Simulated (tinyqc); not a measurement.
Three-band (Emery) model of a CuO2 plane downfolded to one band: one step. H at one k.

Electron picture, d at 0 and the oxygen p orbitals at -D; sx = sin(kx a/2), sy = sin(ky a/2). H = [[0, 2 tpd sx, -2 tpd sy], [., -D, -4 tpp sx sy], [., ., -D]], real and symmetric. The top (antibonding) band crosses the Fermi level.

Inputs chosen for the exercise (of the size used for cuprate planes; not measured data): D = 2.9 eV (ed - ep); tpd = 1.24 eV (d-p hopping); tpp = 0.57 eV (p-p hopping); k = (0.24, 0.43) pi/a (wave vector).

Question. Fill in the matrix.

Give: sx, sy; H.

Answer.

sx, sy: 0.36812  0.62524

H (eV):
```
          d       px       py
d         0   0.9129  -1.5506
px   0.9129  -2.9000  -0.5248
py  -1.5506  -0.5248  -2.9000
```

tinyqc: `OMP_NUM_THREADS=1 python tinyqc.py 1451805 1451806 out.jsonl`; about 0.03 s, one thread, shared Intel(R) Xeon(R) Processor @ 2.30GHz.
